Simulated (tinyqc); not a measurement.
## Free and trapped electrons in a MOS channel with a dense trap tail: free and trapped charge against gate voltage

p-type body, charge-sheet picture, full ionisation (an idealisation for deep acceptors), Boltzmann statistics for free electrons. e = Ec - EF at the surface. Acceptor-like traps of density D(E) = D0 + De exp(-E/Ew) at depth E below Ec, from 0 to Eu, hold n_t = integral of D(E)/(1 + exp((e - E)/Vt)). psi = Eg - Vt ln(Nv/Na) - e; N_dep = sqrt(2 eps0 eps_r Na (psi - Vt)/q); n_f = sqrt(N_dep^2 + 2 eps0 eps_r Vt Nc exp(-e/Vt)/q) - N_dep; Vg = Vfb + psi + q (N_dep + n_t + n_f)/Cox, Cox = eps0 eox/tox.

Free share n_f/(n_f + n_t); swing ln 10 n_f/(dn_f/dVg); field-effect mobility mf q (dn_f/dVg)/Cox, for a constant mf; oxide field q (N_dep + n_t + n_f)/(eps0 eox).

Inputs (values chosen for the exercise); band and dielectric values close to those of 4H silicon carbide:
- T = 300 K (temperature)
- Eg = 3.23 eV (band gap)
- eps_r = 9.64 (relative permittivity)
- Nc = 1.69e19 cm^-3 (conduction-band density of states at T)
- Nv = 2.5e19 cm^-3 (valence-band density of states at T)
- eox = 3.9 (relative permittivity of the insulator)
- tox = 37 nm (insulator thickness)
- Na = 8.2e15 cm^-3 (acceptor density)
- Vfb = -2.81 V (flat-band voltage without trapped charge)
- D0 = 5e10 cm^-2 eV^-1 (constant background density of acceptor-like traps)
- De = 4.4e12 cm^-2 eV^-1 (density of the tail at the conduction edge)
- Ew = 0.06 eV (decay energy of the tail)
- Eu = 0.85 eV (depth below Ec down to which the traps reach)
- mf = 99 cm^2/(V s) (mobility of free electrons)

Constants: q = 1.602176634e-19 C, kB = 1.380649e-23 J/K, Vt = kB T/q, eps0 = 8.8541878128e-14 F/cm where lengths are in cm. Results are converted to the units shown.

Result of one run:
columns A: Vg (V); B: e (eV); C: n_f (cm^-2); D: n_t (cm^-2); E: free share (%); F: swing (mV/decade); G: field-effect mobility (cm^2/(V s)); H: oxide field (MV/cm)
```
A           B         C         D      E     F      G      H
5.5  -0.01265  2.290e12  2.695e11  89.47  9356  95.79  1.426
```

What becomes of these results when the gate voltage Vg is changed from 5.5 to 2.7 V, all else the same?

Result of the changed run:
columns A: Vg (V); B: e (eV); C: n_f (cm^-2); D: n_t (cm^-2); E: free share (%); F: swing (mV/decade); G: field-effect mobility (cm^2/(V s)); H: oxide field (MV/cm)
```
A          B         C         D      E     F      G       H
2.7  0.03215  7.565e11  2.022e11  78.91  3343  88.54  0.6810
```

The whole series:
columns A: Vg (V); B: e (eV); C: n_f (cm^-2); D: n_t (cm^-2); E: free share (%); F: swing (mV/decade); G: field-effect mobility (cm^2/(V s)); H: oxide field (MV/cm)
```
A            B         C         D         E        F        G       H
0.7     0.3760   2.350e6  2.440e10  0.009632    75.53  0.01218  0.2333
1.4    0.08995  1.265e11  1.136e11     52.69    710.7    69.66  0.3452
2      0.05435  4.017e11  1.641e11     70.99     1892    83.10  0.4978
2.7    0.03215  7.565e11  2.022e11     78.91     3343    88.54  0.6810
3.4    0.01688  1.128e12  2.284e11     83.16     4820    91.57  0.8660
4.1   0.005100  1.509e12  2.468e11     85.95     6315    93.53   1.052
4.8  -0.004518  1.898e12  2.599e11     87.95     7828    94.87   1.239
5.5   -0.01265  2.290e12  2.695e11     89.47     9356    95.79   1.426
6.1   -0.01875  2.630e12  2.757e11     90.51  1.068e4    96.37   1.586
```

n_f reaches 1e11 cm^-2 at Vg = 1.33 V, against 1.15 V without traps. The free share rises from 0.00963 to 90.5 % and the field-effect mobility rises from 0.0122 to 96.4 cm^2/(V s), although mf = 99 is constant: in the last row 97.3 % of Cox dVg goes into free electrons. The swing in the first row is 75.5 mV a decade (Vt ln 10 = 59.5). For Vg = 2.7, 3.4, 4.1, 4.8, 5.5, 6.1 EF lies less than 2 Vt below the band edge, or above it, where degeneracy and confinement, left out, matter.

tinyqc, about 0.02 s, one thread, Intel Xeon 2.30GHz (shared host): `OMP_NUM_THREADS=1 python tinyqc.py 2222144 2222145 out.jsonl`
